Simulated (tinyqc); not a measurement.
Three-band tight binding of a dichalcogenide monolayer: one step. H at one k. Two cases, with inputs chosen for the exercise.

Task: Form alpha, beta and the matrix.

Basis dz2, dxy, dx2-y2 on a triangular lattice, nearest neighbours; alpha = kx a/2, beta = sqrt3 ky a/2. h0 = e1 + 2 t0 (cos 2alpha + 2 cos alpha cos beta); h1 = -2 sqrt3 t2 sin alpha sin beta + 2i t1 (sin 2alpha + sin alpha cos beta); h2 = 2 t2 (cos 2alpha - cos alpha cos beta) + 2i sqrt3 t1 cos alpha sin beta; h11 = e2 + 2 t11 cos 2alpha + (t11 + 3 t22) cos alpha cos beta; h22 = e2 + 2 t22 cos 2alpha + (3 t11 + t22) cos alpha cos beta; h12 = sqrt3 (t22 - t11) sin alpha sin beta + 4i t12 sin alpha (cos alpha - cos beta) + i lam sz. H = [[h0, h1, h2], [., h11, h12], [., ., h22]], Hermitian; the lowest band of each spin is filled. K = (4 pi/3a, 0), M = (pi/a, pi/(sqrt3 a)).

Case 1.

Values chosen (near a published set for monolayer MoS2; not measured data): a = 3.196 angstrom (lattice constant); e1 = 1.041 eV (level of dz2); e2 = 2.091 eV (level of dxy and dx2-y2); t0 = -0.183 eV (hopping); t1 = 0.4 eV (hopping); t2 = 0.51 eV (hopping); t11 = 0.222 eV (hopping); t12 = 0.332 eV (hopping); t22 = 0.056 eV (hopping); lam = 0.072 eV (spin-orbit constant); sz = -1 (spin); k = (0.77, 0.11) 1/angstrom (wave vector).

Case 2.

Values chosen (near a published set for monolayer MoS2; not measured data): a = 3.183 angstrom (lattice constant); e1 = 1.056 eV (level of dz2); e2 = 2.121 eV (level of dxy and dx2-y2); t0 = -0.181 eV (hopping); t1 = 0.398 eV (hopping); t2 = 0.505 eV (hopping); t11 = 0.219 eV (hopping); t12 = 0.34 eV (hopping); t22 = 0.058 eV (hopping); lam = 0.072 eV (spin-orbit constant); sz = -1 (spin); k = (1.13, 0.06) 1/angstrom (wave vector).

Give: alpha, beta; H.

Result:

Case 1.

alpha, beta (rad): 1.23046  0.30446

H (eV), lower triangle (Hermitian):
```
                    z2               xy   x2-y2
z2              1.0923
xy     -0.4992-1.2229i           1.8701
x2-y2  -1.1175-0.1387i  -0.0812+0.8484i  2.2339
```

Case 2.

alpha, beta (rad): 1.79839  0.16539

H (eV), lower triangle (Hermitian):
```
                    z2               xy   x2-y2
z2              1.5423
xy     -0.2806-0.4149i           1.6401
x2-y2  -0.6824+0.0512i  -0.0447+1.6778i  1.8577
```

Computed by tinyqc, one run a case: `OMP_NUM_THREADS=1 python tinyqc.py N N+1 out.jsonl` with N = 1452047, 1452233; one thread of a shared Intel(R) Xeon(R) Processor @ 2.30GHz, about 0.02 s a run at most.
